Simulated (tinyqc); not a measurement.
Worked calculation: G0W0 on RHF in the 6-31g basis, for H2, spin multiplicity 1. One step of it, computed by the program tinyqc.

Question. Screening: direct RPA. With D = e_a - e_i and K = (ia|jb): diagonalise D^(1/2) (D + 4K) D^(1/2) = Z w^2 Z^T; X + Y = D^(1/2) Z w^(-1/2), each column of Z with its largest component positive (the first on a tie); E_c = (sum w - tr (D + 2K)) / 2.

orbital energies (hartree): MO1 -0.610181, MO2 0.250644, MO3 0.752878, MO4 1.469274

Two-electron integrals over orbitals (pq|rs), unique and non-zero (hartree):
```
(11|11) 0.667940    (21|21) 0.074975    (22|11) 0.432037    (22|22) 0.383475
(31|11) 0.173265    (31|22) 0.046667    (31|31) 0.111631    (32|21) -0.023071
(32|32) 0.037342    (33|11) 0.536819    (33|22) 0.378266    (33|31) 0.119426
(33|33) 0.461960    (41|21) -0.078200   (41|32) -0.016562   (41|41) 0.142542
(42|11) -0.143362   (42|22) -0.051726   (42|31) -0.070891   (42|33) -0.094306
(42|42) 0.064244    (43|21) -0.076485   (43|32) 0.001764    (43|41) 0.121210
(43|43) 0.118917    (44|11) 0.682490    (44|22) 0.440680    (44|31) 0.206700
(44|33) 0.555474    (44|42) -0.167077   (44|44) 0.762119
```

Give: D^(1/2) (D + 4K) D^(1/2); excitation energies w; X + Y; RPA correlation energy.

Answer.

D^(1/2) (D + 4K) D^(1/2) (hartree^2), lower triangle:
```
        1>2    1>3    1>4
1>2   0.999
1>3   0.000  2.467
1>4  -0.419  0.000  5.510
```

excitation energies w (hartree): 0.980  1.571  2.355

X + Y:
```
         1      2       3
1>2  0.933  0.000  -0.055
1>3  0.000  0.932   0.000
1>4  0.133  0.000   0.936
```

RPA correlation energy = -0.02774 hartree
